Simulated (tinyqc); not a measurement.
Mobility, diffusion coefficient and lifetime from two collectors.

Inverse problem. For an injected sheet in a field F the peak time tp at distance L obeys u^2 tp^2 + 2 D tp = L^2 with u^2 = v^2 + 4 D/tau, and the pulse area goes as exp(L (v - u)/(2 D)); v = mu F. Find u, D, mu and tau without using the Einstein relation.

Values chosen for this exercise:
- F = 10 V/cm (sweep field along the drift)

distances (um): 1600  2900
peak times (us): 90.7236965  165.749020
ratio of the areas, far over near = 0.257557648

Answer. The two peak times give two linear equations for u^2 and D; the area ratio gives v - u, and u^2 - v^2 = 4 D/tau gives tau.

u = 1733 cm/s
D = 4.916 cm^2/s
mu = 163.0 cm^2/(V s)
tau = 5.700e-5 s

tinyqc, about 0.01 s, one thread, Intel Xeon 2.30GHz (shared host): `OMP_NUM_THREADS=1 python tinyqc.py 2310022 2310023 out.jsonl`
